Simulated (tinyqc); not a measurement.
States in the gap of a film: thin (001) film in sp3s* tight binding with raised dangling bonds.

Planes alternate anion (a), cation (c) along [001], a/4 apart, starting with an anion; zero in-plane momentum; levels counted from the bulk Ev, the lower root of [[Epa, Vxx], [Vxx, Epc]]; no spin-orbit coupling. Block of s, pz, s*: from an anion to the cation above, Vss/2 (s,s), Vsapc/2 (s,z), -Vscpa/2 (z,s), Vxx/2 (z,z), Vxapc/2 (s*,z), -Vpaxc/2 (z,s*); to the cation below the same with the s-z and s*-z signs reversed. Block of u = (px + py)/sqrt2 and v = (px - py)/sqrt2: to the cation above (Vxx + Vxy)/2 for u and (Vxx - Vxy)/2 for v, to the cation below the reverse. Each surface atom has two dangling sp3 hybrids; raising both by dl adds (dl/2) [[1, t], [t, 1]] to its s, pz levels (t = -1 at the bottom face, +1 at the top) and dl to the one of u, v in whose plane the missing bonds lie (v for a bottom anion or a top cation, u for a top anion).

Inputs chosen for the exercise (out of a larger set: near a published set for GaP, fitted to gaps, whose masses and valley positions are rough; not measured data): p = (-8.148, 1.114, -2.185, 4.107, 8.57, 7.223, -7.427, 2.142, 5.156, 4.266, 6.38, 4.685, 5.048) eV (order Esa, Epa, Esc, Epc, Exa, Exc, Vss, Vxx, Vxy, Vsapc, Vscpa, Vxapc, Vpaxc); Nw = 24 (planes in the thicker film).

edges (eV): Gamma 2.83909, Delta 2.33037

Levels between 0 and the lower bulk edge, the largest weight on the two outer planes of both faces among them, and the nearest levels outside, for several shifts dl.

Film of Nw planes:

| dl (eV) | levels in the gap | at (eV) | surface weight | next above (eV) | next below (eV) |
|---|---|---|---|---|---|
| 0 | 3 | 0.046, 1.116, 1.401 | 0.83 | 2.3531 | -0.0547 |
| 1 | 3 | 0.277, 1.912, 1.970 | 0.87 | 2.3532 | -0.0547 |
| 2 | 2 | 0.621, 2.324 | 0.62 | 2.3561 | -0.0547 |
| 3 | 1 | 1.046 | 0.68 | 2.3527 | -0.0547 |
| 5 | 1 | 1.935 | 0.69 | 2.3532 | -0.0547 |
| 10 | 0 | - | - | 2.3527 | -0.0547 |
| 30 | 0 | - | - | 2.3528 | -0.0547 |
| 100 | 0 | - | - | 2.3528 | -0.0547 |

Can the levels of the bare film be read as confined subbands?

No: with bare surfaces (dl = 0) 3 levels lie in the bulk gap, with up to 83 % of the weight on the four outer planes, two a face, where an even spread gives 17 %; these are dangling-bond states, not subbands. The reruns show the bulk gap clear from dl = 10 eV on, and at dl = 30 eV the next level above lies 0.0 meV from its value at 100 eV.

Computed by tinyqc, a small Python program: `OMP_NUM_THREADS=1 python tinyqc.py 1452821 1452822 out.jsonl` (the numbers bound the seed that draws the inputs); one thread of a shared host (Intel(R) Xeon(R) Processor @ 2.30GHz), about 0.4 s for the whole set of steps.
